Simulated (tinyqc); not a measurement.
# Rigid-ion and shell models of the dielectric response of an ionic crystal, step by step

A worked calculation. Computed by tinyqc, a small Python program that keeps every step. Command: `OMP_NUM_THREADS=1 python tinyqc.py 3028087 3028088 out.jsonl shell walk`. One thread of a shared host (Intel(R) Xeon(R) Processor @ 2.30GHz), about 0.01 s of CPU time with the checks. Intermediate numbers are printed to about 5 digits and carried at full precision; extremes and crossings named in words are read from the listed rows.

Charges +Z and -Z; 6 nearest neighbours, Madelung constant M = 1.747565, volume per ion pair Omega = 2.000000 d^3. Energy per pair U = -M Z^2 e2/d + 6 A exp(-d/rho), e2 = e^2/(4 pi eps_0). In the shell model the anion is a core of charge Y - Z and a massless shell of charge -Y, joined by the spring k; the repulsion acts on the shell. Each ion feels the Lorentz field E + (4 pi/3) P (Gaussian units).

Inputs (values chosen for the exercise, for a model crystal): nearest-neighbour distance d = 2.03 angstrom; ionic charge Z = 1 e; hardness d/rho = 8.62; cation mass = 14 u; anion mass = 79.9 u; shell charge size Y = 1.97 e; core-shell spring k = 60.9 eV/angstrom^2; cation polarisability alpha_+ = 0.34 angstrom^3; film thickness t = 12 nm.

Structure: rock salt.

Constants: e^2/(4 pi eps_0) = 14.39964548 eV angstrom; 1 eV/angstrom^3 = 160.2176634 GPa; nu for 1 eV/(angstrom^2 u) = 15.6333042 THz; 1 THz = 33.35640952 1/cm; eps_0 = 8.8541878128e-12 F/m; h x 1 THz = 4.135667696 meV.

## Equilibrium, bulk modulus and repulsive spring

Zero pressure fixes 6 A exp(-d/rho) = M Z^2 e2 rho/d^2. Then U = -(M Z^2 e2/d)(1 - rho/d), B = M Z^2 e2 (d/rho - 2)/(9 Omega d), and the spring of one sublattice against the other is R = (1/3) x (Laplacian of the repulsion summed over neighbours) = M Z^2 e2 (d/rho - 2)/(3 d^3), so R = 3 B Omega/d^2.

volume Omega = 16.731 angstrom^3

lattice energy U = -10.958 eV/pair

bulk modulus B = 87.317 GPa

repulsive spring R = 6.6379 eV/angstrom^2

## Rigid ions

With C = 4 pi Z^2 e2/(3 Omega): mu lambda_TO = R - C, mu lambda_LO = R + 2 C; eps_inf = 1 and eps_s = lambda_LO/lambda_TO. lambda in eV/(angstrom^2 u) gives the wavenumber 15.6333042 x 33.35640952 x sqrt(lambda); mu is the reduced mass.

Coulomb spring C = 3.6051 eV/angstrom^2

omega_TO, rigid ions = 263.12 1/cm

omega_LO, rigid ions = 562.24 1/cm

eps_s, rigid ions = 4.5661

## Shell model: electronic response

Eliminating the shell gives the anion polarisability alpha_- = Y^2 e2/(k + R), the Szigeti charge Z_S = Z - Y R/(k + R) and the softened spring R' = k R/(k + R). With b = 4 pi (alpha_+ + alpha_-)/(3 Omega): eps_inf = (1 + 2b)/(1 - b) (Clausius-Mossotti); Born charge Z* = Z_S (eps_inf + 2)/3.

anion polarisability alpha_- = 0.82744 angstrom^3

Szigeti charge Z_S = 0.80638 e

softened spring R' = 5.9855 eV/angstrom^2

b = 0.29228

eps_inf = 2.2390

Born charge Z* = 1.1394 e

Overlap pushes the shell back and lowers the effective charge to 81 % of Z; the local field then raises the Born charge to 114 % of Z.

## Shell model: lattice response

mu lambda_TO = R' - (4 pi e2/(3 Omega)) Z_S^2/(1 - b); mu lambda_LO = mu lambda_TO + 4 pi e2 Z*^2/(eps_inf Omega); eps_s = eps_inf lambda_LO/lambda_TO.

mu lambda_TO = 2.6731 eV/angstrom^2

omega_TO = 247.02 1/cm

omega_LO = 451.86 1/cm

eps_s = 7.4917

share of R' left after the dipole term = 0.44660

The dipole field cancels 55 % of the short-range spring.

## As a gate dielectric

Capacitance per area eps_0 eps_s/t; equivalent oxide thickness EOT = t x 3.9/eps_s; the surface optical mode against silicon (eps = 11.7) lies at omega_TO sqrt[(eps_s + 11.7)/(eps_inf + 11.7)], and its squared coupling to channel electrons scales as g = hbar omega_SO [1/(11.7 + eps_inf) - 1/(11.7 + eps_s)], with hbar omega = h c x wavenumber.

capacitance per area = 5.5277 fF/micrometre^2

equivalent oxide thickness = 6.2469 nm

surface optical mode = 289.85 1/cm

remote-phonon coupling g = 0.70564 meV

## From rigid to soft shells

The formulas are those given above.

Response against the core-shell spring:
```
k (eV/angstrom^2)  eps_inf      Z_S      Z*  omega_TO (1/cm)  omega_LO (1/cm)   eps_s
49                  2.5221  0.76497  1.1531           246.69           437.05  7.9161
61                  2.2372  0.80667  1.1393           247.02           451.96  7.4889
79                  1.9920  0.84730  1.1275           247.31           467.67  7.1233
110                 1.7740  0.88789  1.1169           247.56           484.68  6.7995
160                 1.6105  0.92153  1.1090           247.75           499.94  6.5576
240                 1.4959  0.94698  1.1035           247.89           512.28  6.3885
490                 1.3833  0.97367  1.0981           248.02           526.03  6.2227
1800                1.3071  0.99276  1.0944           248.11           536.45  6.1107
```

From the stiffest to the softest shell eps_inf rises from 1.31 to 2.52 and Z_S falls from 0.99 to 0.76; omega_LO moves by -19 % and omega_TO by -0.6 %. Screening by eps_inf cuts the LO frequency, which rigid ions overstate (rigid ions: 562 per cm); eps_s goes from 6.11 to 7.92.

Checks made by the program: TO spring by direct elimination of the shell from the 2 x 2 energy matrix (relative difference below 1e-10); Szigeti's relation mu lambda_TO (eps_s + 2)/(eps_inf + 2) = R' (relative difference below 1e-10).
